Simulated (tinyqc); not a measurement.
# Stacked nanosheet transistor, parasitic resistance, capacitance and delay, step by step

Computed by the program tinyqc: `OMP_NUM_THREADS=1 python tinyqc.py 2170087 2170088 out.jsonl`, one thread of a shared Intel Xeon 2.30GHz, about 0.08 s for the whole run. Printed values are rounded.

Ns sheets share one contact on top; each has perimeter p = 2 (Ws + ts) and cross-section A = Ws ts; contact width Wc = Ws + 10 nm, stack height Hs = Ns pv. Sheet 1 is the top one. Contact length Lc = CPP - Lg - 2 Lsp, shared by two neighbouring gates. Source and drain sides are equal. The formulas are first-order estimates, not field solutions.

Values chosen for this exercise; values close to those of silicon logic devices:
- T = 300 K (temperature)
- Ns = 4 (number of sheets)
- Ws = 20 nm (sheet width)
- ts = 4 nm (sheet thickness)
- pv = 18 nm (vertical pitch of the sheets)
- rv = 179 ohm (vertical resistance between sheet levels)
- CPP = 54 nm (contacted gate pitch)
- Lg = 14 nm (gate length)
- Lsp = 5 nm (spacer length)
- ks = 7 (relative permittivity of the spacer)
- Hc = 15 nm (gate height above the channel stack)
- rc = 3.4e-9 ohm cm^2 (contact resistivity)
- re = 0.00024 ohm cm (resistivity of the source-drain epitaxy)
- te = 20 nm (current-carrying depth of the epitaxy)
- rx = 0.0014 ohm cm (resistivity of the extension)
- Lov = 1 nm (gate overlap)
- Cinv = 2.9 uF/cm^2 (inversion capacitance)
- vx = 8.7e6 cm/s (injection velocity)
- mu = 170 cm^2/(V s) (apparent mobility)
- VT = 0.27 V (threshold at zero drain voltage)
- dl = 0.047 V/V (barrier lowering)
- n = 1.24 (subthreshold factor)
- Cw = 0.33 fF (wire load)
- Vdd = 0.6 V (supply voltage)

Constants: q = 1.602176634e-19 C, kB = 1.380649e-23 J/K, eps0 = 8.8541878128e-12 F/m, Vt = kB T/q. Results are converted to the units shown.

## Geometry and resistances

Epitaxy sheet resistance Rsh = re/te, transfer length LT = sqrt(rc/Rsh), contact Rc = [sqrt(rc Rsh)/Wc] coth(Lc/(2 LT)); extension of one sheet Rx = rx Lsp/A. Effective width N p; for equal currents and rv = 0 one side has Rc + Rx/N.

Lc = 30 nm
effective width = 192 nm
Rsh = 120 ohm
LT = 53.2291 nm
Rc = 775.450 ohm
Rx = 875 ohm
one side times effective width = 190.886 ohm um

Lc/2 is 0.28 transfer lengths, and Rc is 2.6 % above the area limit rc/(Wc Lc/2). The contact makes up 78.0 % of one side.

## Capacitances

With N sheets: gate Cg = Cinv p N Lg; per side, plate Cp = ks eps0 [Wc (Hs + Hc) - N A]/Lsp, top fringe Cf = (2/pi) ks eps0 Wc ln(1 + Lg/(2 Lsp)), overlap Co = Cinv p N Lov. Cs = Cp + Cf + Co. An inverter of two such devices driving an equal one has the load CL = 2 (Cg + 2 Cs) + 4 Cs + Cw (its own drains counted twice for the Miller effect).

Cg = 77.9520 aF
Cp = 28.3865 aF
Cf = 1.03631 aF
Co = 5.568 aF
CL = 765.831 aF

The channel capacitance gives 20.4 % of CL, the parasitic parts 36.6 % and the wire 43.1 %.

## Iteration 1: sheet currents at Vgs = Vdd, Vds = Vdd/2

I at the start (uA): sheet 1 0, sheet 2 0, sheet 3 0, sheet 4 0

One sheet: I = p Q vx u/(1 + |u|^1.8)^(1/1.8), Q = Cinv n Vt ln(1 + exp((Vg' - VT + dl Vd')/(n Vt))), u = Vd' mu/(vx Lg), Vg' = Vgs - v, Vd' = Vds - 2 v, with the drop on each side v_j = Rc sum I + rv (sum over levels k = 2..j of the current of sheets k..Ns) + Rx I_j. I(new) = I(out).

drop v (mV): sheet 1 0, sheet 2 0, sheet 3 0, sheet 4 0
I(out) (uA): sheet 1 40.0112, sheet 2 40.0112, sheet 3 40.0112, sheet 4 40.0112
I after iteration 1 (uA): sheet 1 40.0112, sheet 2 40.0112, sheet 3 40.0112, sheet 4 40.0112

## Iteration 2: sheet currents at Vgs = Vdd, Vds = Vdd/2

As before.

drop v (mV): sheet 1 159.117, sheet 2 180.603, sheet 3 194.927, sheet 4 202.089
I(out) (uA): sheet 1 -5.01216, sheet 2 -11.1218, sheet 3 -11.9857, sheet 4 -11.9160
I after iteration 2 (uA): sheet 1 -5.01216, sheet 2 -11.1218, sheet 3 -11.9857, sheet 4 -11.9160

## Course of the iteration: sheet currents at Vgs = Vdd, Vds = Vdd/2

Stop when the largest change of I is below 1e-6 uA, or after 20 iterations.

Course of the iteration:
```
iteration  total I (uA)  largest |change| of one entry (uA)
1               160.045                                40.0
2              -40.0356                                52.0
3               186.908                                59.6
4              -42.7559                                58.2
5               187.870                                58.5
6              -42.7541                                58.4
7               187.854                                58.4
8              -42.7617                                58.4
9               187.859                                58.4
...                 ...                                 ...
12             -42.7607                                58.4
13              187.858                                58.4
14             -42.7606                                58.4
15              187.858                                58.4
16             -42.7607                                58.4
17              187.858                                58.4
18             -42.7607                                58.4
19              187.858                                58.4
20             -42.7607                                58.4
```

Not converged within 20 iterations. The total swings between -42.76 and 187.9 for good. The largest eigenvalue of dI(out)/dI at the solution has size 1.28: above one, so substitution cannot converge. A rerun with the update damped to 0.5 converges in 17 iterations.
